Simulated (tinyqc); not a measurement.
# Changing the temperature T

Model: grain-boundary diffusion: Harrison regimes, Fisher and Le Claire analysis, Hart average. Computed by tinyqc, a small Python program. Command: `OMP_NUM_THREADS=1 python tinyqc.py 3013589 3013590 out.jsonl gbdiff sweep`. One thread of a shared host (Intel(R) Xeon(R) Processor @ 2.30GHz), about 0.01 s of CPU time with the checks.

A boundary is a slab of width delta with diffusivity D_b, normal to a surface held at constant concentration; it leaks into grains of diffusivity D.

Inputs (values chosen for the exercise, for a model polycrystal): lattice prefactor D0 = 0.0001 m^2/s; lattice activation energy E = 2.26 eV; boundary prefactor D0b = 4.2e-05 m^2/s; boundary activation energy E_b = 1.05 eV; boundary width delta = 0.65 nm; segregation factor s = 1; grain size d = 3.9 um; time t = 270000 s.

Constants: k_B = 8.617333262e-05 eV/K.

Method:
- D = D0 exp(-E/(k_B T)), D_b = D0b exp(-E_b/(k_B T)).
- Triple product P = s delta D_b.
- l = sqrt(D t); P = s delta D_b; alpha = s delta/(2 l); beta = P/(2 D l). Regime A if l > 3 d, C if alpha > 1, B if alpha < 0.1, l < d/4 and beta > 10, otherwise a transition.
- Hart average for parallel slabs: f = delta/d, D_eff = (s f D_b + (1 - f) D)/(1 - f + s f); share of the boundaries = s f D_b/(s f D_b + (1 - f) D); depth sqrt(D_eff t).
- Fisher: the mean concentration falls as exp(-y/y_F), y_F = sqrt(P) (pi t/(4 D))^(1/4), with the boundary equation P d2c/dy2 = 2 c sqrt(D/(pi t)). Le Claire (from the Whipple solution): ln c falls as -(y/y_L)^(6/5) with P = 1.322 sqrt(D/t) y_L^2.

One run for each value:
```
temperature T (K)  Le Claire depth y_L (um)  lattice diffusion length l (um)        beta  share of the boundaries
556                                  75.488                       2.9714e-04  4.2661e+10                  1.00000
643                                  67.425                       7.2250e-03  5.7566e+07                  1.00000
730                                  61.867                       8.2107e-02  3.7528e+05                  0.99994
817                                  57.817                       5.5606e-01  7.1461e+03                  0.99951
990                                  52.352                       9.1877e+00  2.1461e+01                  0.99021
1080                                 50.346                       2.7706e+01  2.1826e+00                  0.96877
1160                                 48.876                       6.4009e+01  3.8539e-01                  0.92675
1250                                 47.488                       1.4445e+02  7.1436e-02                  0.84109
```

Give the missing row, temperature T (K) = 904.

Computed row:
```
temperature T (K)  Le Claire depth y_L (um)  lattice diffusion length l (um)        beta  share of the boundaries
904                                  54.740                       2.6059e+00  2.9167e+02                  0.99744
```

Interpolating between the two neighbouring rows (linearly) misses most in beta, by a factor of 12. Over the rows, Le Claire depth y_L (um) falls from 75.5 to 47.5 (exponent d ln y / d ln x -0.78 between the first rows and -0.39 between the last); lattice diffusion length l (um) rises from 2.97e-4 to 144 (exponent d ln y / d ln x 22 between the first rows and 11 between the last); beta falls from 4.27e10 to 0.0714 (exponent d ln y / d ln x -45 between the first rows and -23 between the last). y_L follows an apparent activation energy E_b/2 - E/4 = -0.040 eV and l one of E/2 = 1.130 eV, so the boundary tail stands out less as T rises: y_L/l goes from 254000 to 0.329.

Caution (rows 556, 643, 730, 817, 904, 990): outside regime A (which needs sqrt(D t) above about 3 d) the Hart average and its depth are formal: they describe a profile only in regime A or at steady state. Caution (rows 556, 904, 990, 1080, 1160, 1250): the Fisher and Le Claire forms need regime B with beta above 10.
